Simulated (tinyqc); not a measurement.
# Inputs raised by 2 %, one at a time

Model: mobility of a non-polar semiconductor in the relaxation-time approximation. Computed by tinyqc, a small Python program. Command: `OMP_NUM_THREADS=1 python tinyqc.py 3025194 3025195 out.jsonl rta sens`. One thread of a shared host (Intel(R) Xeon(R) Processor @ 2.30GHz), about 0.02 s of CPU time with the checks.

Each valley is treated as a sphere of mass m_d for states and rates, with one isotropic relaxation time; the conductivity mass m_c sets the current.

Inputs (values chosen for the exercise, modelled on electrons in germanium):

| quantity | value | unit |
|---|---|---|
| longitudinal mass m_l | 1.62 | m_0 |
| transverse mass m_t | 0.0805 | m_0 |
| equivalent valleys Z | 4 | - |
| static permittivity eps_s | 16 | - |
| density rho | 5323 | kg/m^3 |
| sound velocity v_l | 5380 | m/s |
| acoustic deformation potential D_A | 11 | eV |
| phonon energy hbar w | 33 | meV |
| optical or intervalley deformation potential D_o | 4.7 | 1e8 eV/cm |
| final valleys Z_f | 3 | - |
| carrier density n | 3e+16 | 1/cm^3 |
| compensation ratio C | 0 | - |
| temperature T | 300 | K |

Band: parabolic. Impurity formula: Conwell-Weisskopf. Further scattering: none.

Constants: k_B = 8.617333262e-05 eV/K; m_0 = 9.1093837015e-31 kg; e = 1.602176634e-19 C; hbar = 1.054571817e-34 J s; eps_0 = 8.8541878128e-12 F/m; k_B = 1.380649e-23 J/K; hbar = 6.582119569e-16 eV s.

Method:
- m_d = (m_l m_t^2)^(1/3); 1/m_c = (1/m_l + 2/m_t)/3; Hall mass factor A = 3 K_m (K_m + 2)/(2 K_m + 1)^2, K_m = m_l/m_t; N_I = n (1 + C)/(1 - C).
- Parabolic band: E = hbar^2 k^2/(2 m), speed v = hbar k/m, states per spin, volume and energy g(E) = m k/(2 pi^2 hbar^2). Here m = m_d. Masses are multiplied by m_0 and all formulas are in SI units.
- The reduced Fermi level eta = E_F/(k_B T) solves n = 2 Z int g f dE with f = 1/(1 + exp(x - eta)) (Z = 1 unless valleys are given); screening length L_s = sqrt(eps_s eps_0 k_B T/(e^2 dn/deta)), dn/deta = 2 Z int g f (1 - f) dE.
- Integrals over x = E/(k_B T) use 160 Gauss-Legendre points in u = sqrt(x) from 0 to sqrt(max(eta, 0) + 32).
- Phonon occupation N_q = 1/(exp(hbar w/(k_B T)) - 1).
- Acoustic deformation potential (elastic, equipartition, absorption and emission together): 1/tau = 2 pi k_B T D_A^2 g(E)/(hbar rho v_l^2).
- Optical or intervalley deformation potential: 1/tau = (pi Z_f D_o^2/(rho w)) [N_q g(E + hbar w) + (N_q + 1) g(E - hbar w)], with g = 0 below the band edge.
- Each optical term is multiplied by (1 - f(E'))/(1 - f(E)), E' the final energy, for Pauli blocking.
- Singly charged impurities, momentum relaxation: 1/tau = N_I e^4 m (1 + 2 alpha E) Phi/(8 pi (eps_s eps_0)^2 hbar^3 k^3), with alpha = 0 for a parabolic band.
- Conwell-Weisskopf: Phi = ln(1 + y^2), y = 4 pi eps_s eps_0 E N_I^(-1/3)/e^2 (largest impact parameter N_I^(-1/3)/2).
- mu = (m_d/m_c) (2 Z e/(3 n k_B T)) int g v^2 tau f (1 - f) dE.
- Averages over x are split at the emission threshold x_0 = hbar w/(k_B T): 64 Gauss-Legendre points in sqrt(x) below it and 128 in sqrt(x - x_0) above it, up to x = max(eta, 0) + 32.
- Rates are added at each energy before the average. With <y> = int g v^2 y f (1 - f) dE: Hall factor r_H = A (3 n k_B T/(2 Z m_d)) <tau^2/(1 + 2 alpha E)>/<tau>^2 (alpha = 0 for a parabolic band); Hall mobility r_H mu; |S| = (k_B/e) (<x tau>/<tau> - eta); resistivity 1/(n e mu).

Runs:

| input moved | from | to | drift mobility mu (cm^2/(V s)) | resistivity (ohm cm) | acoustic mobility (cm^2/(V s)) | ionised impurity mobility (cm^2/(V s)) |
|---|---|---|---|---|---|---|
| base run | - | - | 3797.3 | 0.054790 | 6442.2 | 85550 |
| longitudinal mass m_l (m_0) | 1.62 | 1.6524 | 3764.3 | 0.055269 | 6375.7 | 85792 |
| transverse mass m_t (m_0) | 0.0805 | 0.08211 | 3663.8 | 0.056786 | 6195.1 | 84468 |
| static permittivity eps_s | 16 | 16.32 | 3811.3 | 0.054588 | 6442.2 | 88472 |
| acoustic deformation potential D_A (eV) | 11 | 11.22 | 3707.0 | 0.056124 | 6192.0 | 85550 |
| phonon energy hbar w (meV) | 33 | 33.66 | 3849.3 | 0.054049 | 6442.2 | 85550 |
| optical or intervalley deformation potential D_o (1e8 eV/cm) | 4.7 | 4.794 | 3756.3 | 0.055387 | 6442.2 | 85550 |
| carrier density n (1/cm^3) | 3e+16 | 3.06e+16 | 3789.3 | 0.053828 | 6442.1 | 84043 |

Exponents ln(y'/y) / ln(x'/x):

| input | drift mobility mu | resistivity | acoustic mobility | ionised impurity mobility |
|---|---|---|---|---|
| longitudinal mass m_l | -0.440 | 0.440 | -0.524 | 0.142 |
| transverse mass m_t | -1.807 | 1.807 | -1.975 | -0.643 |
| static permittivity eps_s | 0.186 | -0.186 | 0.000 | 1.696 |
| acoustic deformation potential D_A | -1.215 | 1.215 | -2.000 | 0.000 |
| phonon energy hbar w | 0.687 | -0.687 | 0.000 | 0.000 |
| optical or intervalley deformation potential D_o | -0.547 | 0.547 | 0.000 | 0.000 |
| carrier density n | -0.106 | -0.894 | 0.000 | -0.898 |

Which inputs matter most for each result?

Among the inputs moved here: drift mobility mu answers most in size to transverse mass m_t (exponent -1.807), next to acoustic deformation potential D_A (-1.215). Resistivity answers most in size to transverse mass m_t (exponent +1.807), next to acoustic deformation potential D_A (+1.215). Acoustic mobility answers most in size to acoustic deformation potential D_A (exponent -2.000), and about equally to transverse mass m_t (-1.975); its exponent is below 0.0005 for static permittivity eps_s, phonon energy hbar w, optical or intervalley deformation potential D_o, carrier density n. Its exponent -2.000 in acoustic deformation potential D_A: the rate goes as D_A^2. Its exponent 0.000 in carrier density n: phonon-limited mobility of a classical gas does not depend on n. Ionised impurity mobility answers most in size to static permittivity eps_s (exponent +1.696), next to carrier density n (-0.898); its exponent is below 0.0005 for acoustic deformation potential D_A, phonon energy hbar w, optical or intervalley deformation potential D_o.
